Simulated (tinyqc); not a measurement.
# Scattering of inversion-layer electrons by surface optical phonons of the gate insulator (remote phonon scattering), step by step

A worked calculation. Computed by tinyqc, a small Python program that keeps every step. Command: `OMP_NUM_THREADS=1 python tinyqc.py 3112523 3112524 out.jsonl sophonon walk`. One thread of a shared host (Intel(R) Xeon(R) Processor @ 2.30GHz), about 0.02 s of CPU time with the checks. Intermediate numbers are printed to about 6 digits and carried at full precision; extremes and crossings named in words are read from the listed rows.

One subband with the Fang-Howard envelope; insulator and channel are half-spaces, the gate is far away, and an interlayer only moves the polar surface away by t (its own modes and its permittivity contrast are left out).

Inputs (values chosen for the exercise, modelled on Al2O3 on silicon):
```
quantity                                   value        unit
static constant of the insulator eps_0s     12.4           -
intermediate constant eps_i                 7.24           -
optical constant eps_inf                    3.25           -
hbar omega_TO1                              49.1         meV
hbar omega_TO2                              70.5         meV
constant of the channel eps_s               11.7           -
in-plane mass m                             0.19         m_0
valleys g_v                                    2           -
sheet density n                          3.5e+12      1/cm^2
mean distance of the electrons z0 = 3/b      2.1          nm
interlayer thickness t                       1.2          nm
temperature T                                200           K
electron energy E                             78         meV
mobility from other processes                420  cm^2/(V s)
```

Screening by the channel electrons: static.

Constants: k_B = 8.617333262e-05 eV/K; hbar^2/(2 m_0) = 3.80998212 eV angstrom^2; e^2/(4 pi eps_0) = 14.39964548 eV angstrom; hbar = 6.582119569e-16 eV s; e = 1.602176634e-19 C; m_0 = 9.1093837015e-31 kg.

## Surface modes and strengths

eps(w) = eps_inf + (eps_0s - eps_i) w1^2/(w1^2 - w^2) + (eps_i - eps_inf) w2^2/(w2^2 - w^2). Surface modes solve eps(w) + eps_s = 0, a quadratic in w^2; the strength of a mode is g = 2/(w d eps/dw). Occupation N = 1/(exp(hbar w/(k_B T)) - 1).

hbar omega_SO (meV): 1 54.0035, 2 81.3836

strengths g: 1 0.0064248, 2 0.0189711

occupations N: 1 0.0455531, 2 0.0089765

hbar omega g (2 N + 1) (meV): 1 0.37857, 2 1.57165

The lower mode has the larger hbar omega g N, the prefactor of absorption before the dependence on q: 0.0158 and 0.0139 meV.

## The electron gas

Density of states D = g_v m/(pi hbar^2); eta = E_F/(k_B T) = ln(exp(n/(D k_B T)) - 1); screening wave number q_s = e^2 D/(2 eps_0 eps_avg) x 1/(1 + exp(-eta)), eps_avg = (eps_s + eps_inf)/2; b = 3/z0.

D = 1.58738e+14 1/(eV cm^2)

eta = 0.953297

q_s = 1.38677 1/nm

b = 1.42857 1/nm

## Squared matrix elements

For a mode of strength g, without the occupation factor, Area x |M(q)|^2 = e^2 hbar w g/(2 eps_0 q) x (b/(b + q))^6 exp(-2 q t) / (1 + (q_s/q) H(q))^2, H = (1 + 9 x/8 + 3 x^2/8)/(1 + x)^3, x = q/b.

Area x |M|^2 (meV^2 nm^2):
```
q (1/nm)  (b/(b + q))^6  exp(-2 q t)   mode 1   mode 2
0.05           0.813501     0.886920   62.081  276.256
0.10           0.666342     0.786628   93.971  418.165
0.20           0.455587     0.618783  106.303  473.037
0.30           0.318631     0.486752   89.053  396.277
0.50           0.165195     0.301194   45.405  202.050
0.80           0.069383     0.146607   12.347   54.943
1.20           0.025769     0.056135    1.904    8.471
```

## Rates at the energy E

Approximate momentum relaxation rate, taking tau v alike in the initial and final states: 1/tau = (m/(2 pi hbar^3)) sum over modes and over absorption (N, E' = E + hbar w) and emission (N + 1, E' = E - hbar w > 0) of [(1 - f(E'))/(1 - f(E))] int_0^(2 pi) Area |M(q)|^2 (1 - cos theta) d theta, q^2 = k^2 + k'^2 - 2 k k' cos theta, f the Fermi function; 48 midpoints in theta from 0 to pi.

rates (1/ps): mode 1 absorption 0.0007515, mode 1 emission 0.0328827, mode 2 absorption 0.0005073, mode 2 emission 0.0000000

tau at E = 29289.9 fs

## Mobility

mu = (e/m) int tau E f (1 - f) dE/(k_B T int f dE), by 300 midpoints from 0 to (max(eta, 0) + 14) k_B T; Matthiessen sum with the other processes.

remote-phonon mobility = 1.69162e+06 cm^2/(V s)

total mobility = 419.896 cm^2/(V s)

loss of mobility = 0.0248221 %

Caution: a relaxation time is only an approximation for inelastic scattering, and static or no screening brackets the true dynamic screening only roughly.

## What an interlayer buys

The formulas are those given above.

Against the interlayer thickness:
```
t (nm)  remote-phonon mobility (cm^2/(V s))  total (cm^2/(V s))
0.0                             2.32318e+05             419.242
0.3                             3.92468e+05             419.551
0.6                             6.51499e+05             419.729
1.0                             1.24219e+06             419.858
1.5                             2.64084e+06             419.933
2.0                             5.29371e+06             419.967
3.0                             1.81574e+07             419.990
```

1 nm of interlayer raises the remote-phonon mobility by a factor 5.35, as exp(2 q t) with an effective q of 0.84 per nm; between 2 and 3 nm the effective q is 0.62. The total goes from 419 to 420 over the first nanometre.

Checks made by the program: sum of strengths against 1/(eps_s + eps_inf) - 1/(eps_s + eps_0s) (relative difference below 1e-10).
